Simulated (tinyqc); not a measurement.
What moves the results: armchair graphene nanoribbon in tight binding. A value that a table varies takes the place of the one given here.

An armchair ribbon of N dimer lines, width (N - 1) sqrt3 acc/2, period 3 acc, one pz orbital a site. In line n, A_n binds to B_n with -t exp(ik/3), times (1 + d) in the two edge lines, and to B_(n-1) and B_(n+1) with -t exp(-ik/6); k runs from -pi to pi. For d = 0 the modes across the ribbon are sin(n p pi/(N + 1)), p = 1 to N, with E = -/+ t sqrt(1 + 4 c^2 + 4 c cos(k/2)), c = cos(p pi/(N + 1)).

Constants: hbar^2/2m0 = 3.80998211 eV angstrom^2.

Parameters, chosen for this exercise (near those used for graphene; shifted at random, so the results belong to these values and not to a real crystal):
- t = 2.61 eV (hopping)
- acc = 1.42 angstrom (bond length)
- N0 = 8 (first width)
- d1 = 0.12 (edge correction)
- N = 7 (dimer lines)
- d = 0.07 (relative strengthening of the edge bonds)
- k = 1.97 (k times the period 3 acc)

## Three families of gaps

Nine widths from N0 on, gaps at k = 0 with d = 0 and d = d1.

Gaps:
```
N,family,width (angstrom),"gap, d = 0 (eV)","gap, d1 (eV)",gap x (N + 1) sqrt3 acc/2 (eV angstrom)
8,3p+2,8.61,0.0000,0.2005,2.22
9,3p,9.84,0.9165,0.7604,9.35
10,3p+1,11.07,0.8831,1.0646,14.40
11,3p+2,12.30,0.0000,0.1496,2.21
12,3p,13.53,0.7106,0.5868,9.38
13,3p+1,14.76,0.6903,0.8295,14.28
14,3p+2,15.99,0.0000,0.1193,2.20
15,3p,17.22,0.5802,0.4777,9.40
16,3p+1,18.45,0.5665,0.6793,14.20
```

Without edge correction the 3p+2 ribbons have no gap and the other two families nearly share one curve. With it the mean of the last column is 14.29 for 3p+1, 9.38 for 3p and 2.21 eV angstrom for 3p+2: the stronger edge bonds raise the gap of 3p+1, lower that of 3p and open one in 3p+2. Within a family the gap falls about as 1/width. One-electron gaps of this kind leave out the self-energy and exciton terms, which are large in narrow ribbons.

## Mass and gap go together

Nine widths from N0 on. Lowest conduction band for d = d1: m/m0 = c q^2/(E(q) - E(0)) with q = h/(3 acc), h = 0.001, c = hbar^2/2m0. Dirac rule: m = Eg/(2 v^2), that is m/m0 = c Eg/(hbar v)^2 with hbar v = 3 t acc/2.

Masses:
```
N,gap (eV),mass (m0),Dirac rule (m0)
8,0.2005,0.0239,0.0247
9,0.7604,0.0777,0.0937
10,1.0646,0.1531,0.1312
11,0.1496,0.0180,0.0184
12,0.5868,0.0624,0.0723
13,0.8295,0.1150,0.1023
14,0.1193,0.0144,0.0147
15,0.4777,0.0521,0.0589
16,0.6793,0.0921,0.0837
```

The ratio of mass to the Dirac rule runs from 0.83 (N = 9) to 1.17 (N = 10). Its mean is 0.86 for N = 3p, 1.13 for 3p+1 and 0.97 for 3p+2: the lowest modes of 3p and 3p+1 lie on opposite sides of the Dirac point, where the velocity along the ribbon differs. The largest gap (N = 10) and the heaviest mass (N = 10) belong to one ribbon.

## What each parameter does

Gap at k = 0, lowest positive level at k, and highest level at k = 0. Each row changes one parameter from the base and keeps the others.

Results:
```
case,gap (eV),lowest level at k (eV),top of the band (eV)
base,1.3781,2.2942,7.4466
t = 2.74 eV,1.4467,2.4085,7.8175
N = 8,0.1190,2.3115,7.5251
d = 0.12,1.4843,2.3267,7.4573
k = 1.576,1.3781,1.9060,7.4466
```

The largest shifts from the base row, up to three for each result and ties (the steps differ in size, so this ranks the rows, not the parameters). gap (eV): N -1.2591, d +0.1062, t +0.0686; unchanged at the printed digits by k. lowest level at k (eV): k -0.3882, t +0.1143, d +0.0325. top of the band (eV): t +0.3709, N +0.0785, d +0.0107; unchanged at the printed digits by k.

Computed by tinyqc, a small Python program: `OMP_NUM_THREADS=1 python tinyqc.py 1451507 1451508 out.jsonl` (the numbers bound the seed that draws the inputs); one thread of a shared host (Intel(R) Xeon(R) Processor @ 2.30GHz), about 0.03 s for the whole set of steps.
